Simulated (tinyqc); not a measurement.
Two-diode model of a solar cell: two steps of the calculation.

J is the current delivered and Vj = V + J Rs the junction voltage. J = X JL - J01 (exp(Vj/(n1 Vt)) - 1) - J02 (exp(Vj/(2 Vt)) - 1) - Vj/Rp. The photocurrent does not depend on voltage.

Parameters, values chosen for the exercise; values of the order met in cells of gallium arsenide:
```
symbol    value      unit                                              meaning
T        298.15         K                                          temperature
JL         26.5   mA/cm^2                              photocurrent at one sun
X            10      suns                                        concentration
J01     9.7e-21    A/cm^2                saturation current of the first diode
n1            1                             ideality factor of the first diode
Rs            0  ohm cm^2                                    series resistance
Rp          700  ohm cm^2                                     shunt resistance
Pin         100   mW/cm^2                            incident power at one sun
J02     3.2e-12    A/cm^2  saturation current of the second diode (ideality 2)
```

Constants: q = 1.602176634e-19 C, kB = 1.380649e-23 J/K, Vt = kB T/q. Results are converted to the units shown.

Task 1. New Vj. Maximum power: dP/dVj = f = J (1 + 2 Rs G) - G Vj = 0. G = -dJ/dVj = J01 exp(Vj/(n1 Vt))/(n1 Vt) + J02 exp(Vj/(2 Vt))/(2 Vt) + 1/Rp. H = dG/dVj; f' = -2 G - 2 Rs G^2 + (2 Rs J - Vj) H; Vj(new) = Vj - f/f'.

Vj after iteration 1 = 1.1313862 V

Find: J; G; H; f; f'; Vj after iteration 2.

Result 1.

J = 122.5 mA/cm^2
G = 5.256 S/cm^2
H = 200.1 S/(cm^2 V)
f = -5824 mA/cm^2
f' = -236.9 S/cm^2
Vj after iteration 2 = 1.107 V

Task 2. Figures of merit. Jsc at V = 0, Voc at J = 0, the maximum power point where J (1 + 2 Rs G) = G Vj with G = -dJ/dVj; FF = Vmp Jmp/(Voc Jsc); efficiency Vmp Jmp/(X Pin). Empirical fill factor without parasitics FF0 = (v - ln(v + 0.72))/(v + 1), v = Voc/(n1 Vt).

Wanted: Jsc; Voc; Vmp; Jmp; FF; efficiency; FF0.

Result 2.

Jsc = 265.00 mA/cm^2
Voc = 1.1481 V
Vmp = 1.0483 V
Jmp = 256.10 mA/cm^2
FF = 0.88242
efficiency = 26.846 %
FF0 = 0.89459

FF is 1.4 % below FF0. Removing one loss at a time changes the efficiency by: second diode +0.26, shunt +0.16 points.

tinyqc, about 0.01 s, one thread, Intel Xeon 2.30GHz (shared host): `OMP_NUM_THREADS=1 python tinyqc.py 2280008 2280009 out.jsonl`
